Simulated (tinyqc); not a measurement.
Metal-interlayer-semiconductor contact, depinning against tunnelling resistance: one step of the calculation.

Zero bias, n-type semiconductor. Gap states at the semiconductor surface thin out as exp(-be ti), which unpins the barrier; electrons must then cross the interlayer (a rectangular barrier, no voltage drop across it) and the parabolic depleted layer, both by WKB. Energies E are counted from the Fermi level; no image force, parabolic bands.

Task. Pinning, barrier and scales. S = 1/(1 + (1/S0 - 1) exp(-be ti)); phiB = S (phiM - chi) + (1 - S)(Eg - E0); xi = Ec - EF deep inside, from Nd = Nc F(-xi/Vt), F(x) = (2/sqrt(pi)) int_0^infinity sqrt(u) du/(1 + exp(u - x)); band bending U = phiB - xi; E00 = (hbar/2) sqrt(Nd/(eps0 eps_r mt m0)) in volts; A = 4 pi q mA m0 kB^2/h^3.

Parameters, values chosen for the exercise; semiconductor values close to those of gallium arsenide; interlayer mass of the order of that in titanium dioxide, offset chosen freely:
- T = 300 K (temperature)
- Eg = 1.38 eV (band gap)
- eps_r = 13 (relative permittivity)
- chi = 3.97 eV (electron affinity)
- Nc = 4.4e17 cm^-3 (conduction-band density of states at T)
- mt = 0.0687 m0 (tunnelling mass in the semiconductor)
- mA = 0.0654 m0 (Richardson mass)
- Nd = 2.2e19 cm^-3 (donor density)
- E0 = 0.51 eV (charge-neutrality level above the valence band)
- S0 = 0.1 (pinning factor without interlayer)
- phiM = 4.5 eV (metal work function)
- ti = 0.8 nm (interlayer thickness)
- be = 4 1/nm (decay constant of gap states through the interlayer)

Constants: q = 1.602176634e-19 C, kB = 1.380649e-23 J/K, eps0 = 8.8541878128e-12 F/m, hbar = 1.054571817e-34 J s, h = 6.62607015e-34 J s, m0 = 9.1093837015e-31 kg, Vt = kB T/q. Results are converted to the units shown.

Give: S; phiB; xi; U; E00; A.

Result.

S = 0.7316
phiB = 0.6213 eV
xi = -0.4229 eV
U = 1.044 eV
E00 = 0.09215 eV
A = 7.859 A/(cm^2 K^2)

Range of the model: The Fermi level lies over 0.25 eV inside the band, where non-parabolicity lowers it and raises the mass.

Numbers from tinyqc (`OMP_NUM_THREADS=1 python tinyqc.py 2270033 2270034 out.jsonl`; about 0.02 s on one thread of a shared Intel Xeon 2.30GHz).
